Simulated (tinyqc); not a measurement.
# Worked calculation: two-junction solar cell, detailed-balance limit

Program tinyqc, `OMP_NUM_THREADS=1 python tinyqc.py 2820024 2820025 out.jsonl`; Intel Xeon 2.30GHz, shared host, one thread, about 0.01 s. Printed values are rounded.

The top cell takes all photons above E1, the bottom cell those between E2 and E1. Each cell follows J = Jsc - J0 (exp(V/Vt) - 1) with J0 = q ge Phi(gap, T)/ERE; light emitted by one cell and absorbed by the other is left out. In series both carry one current; wired apart (four terminals) each works at its own maximum power point. Efficiencies are counted against Pin = fs X sigma Ts^4.

Parameters, values chosen for the exercise:

| symbol | value | unit | meaning |
|---|---|---|---|
| T | 320 | K | cell temperature |
| Ts | 5800 | K | temperature of the black-body sun |
| fs | 2.16e-5 |  | share of the hemisphere filled by the sun |
| X | 1 |  | concentration |
| ERE | 0.1 |  | external radiative efficiency |
| ge | 1 |  | number of faces that emit |
| E2 | 0.94 | eV | gap of the bottom cell |
| E1 | 1.45 | eV | gap of the top cell |

Constants: q = 1.602176634e-19 C, kB = 1.380649e-23 J/K, h = 6.62607015e-34 J s, c = 299792458 m/s, Vt = kB T/q. Results are converted to the units shown.

## Photocurrents and dark currents

Photon flux above E from a black body at temperature T into a hemisphere: Phi(E, T) = A sum_k exp(-k E/th)[E^2 th/k + 2 E th^2/k^2 + 2 th^3/k^3], k = 1, 2, ..., with th = kB T/q in eV and A = 2 pi q^3/(h^3 c^2). J1 = q fs X Phi(E1, Ts), J2 = q fs X [Phi(E2, Ts) - Phi(E1, Ts)], J01 and J02 as above; sigma = 2 pi^5 kB^4/(15 h^3 c^2).

J1 = 38.8547 mA/cm^2
J2 = 24.9135 mA/cm^2
J01 = 1.38960e-16 mA/cm^2
J02 = 6.41961e-9 mA/cm^2
Pin = 138.605 mW/cm^2

The bottom cell limits the series current; the other has 56 % more.

## The series curve

J, point 0 to 7 (mA/cm^2): [0, 12.46, 19.93, 22.42, 23.42, 23.92, 24.42, 24.79]

V1 = Vt ln((J1 - J)/J01 + 1), V2 = Vt ln((J2 - J)/J02 + 1), power J (V1 + V2).

```
point   V1 (V)    V2 (V)  power (mW/cm^2)
0      1.10777  0.608847                0
1      1.09710  0.589726          21.0179
2      1.08793  0.564471          32.9323
3      1.08404  0.545376          36.5315
4      1.08231  0.531242          37.7893
5      1.08140  0.520001          38.3055
6      1.08046  0.500705          38.6121
7      1.07975  0.462502          38.2323
```

Among these points the power is largest at J = 24.42 mA/cm^2.

## Maximum power, in series and apart

In series V(J) = Vt [ln((J1 - J)/J01 + 1) + ln((J2 - J)/J02 + 1)], and J V(J) is largest where V = J Vt [1/(J1 - J + J01) + 1/(J2 - J + J02)]. Apart, each cell has (1 + v) exp(v) = 1 + Jsc/J0 at its maximum power point, v = Vmp/Vt.

series Jmp = 24.4727 mA/cm^2
series Vmp = 1.57795 V
series efficiency = 27.8611 %
top cell alone = 27.4987 %
bottom cell behind it = 8.98594 %

Wired apart the cells give 36.48 %; the series connection loses 8.6 points of that.
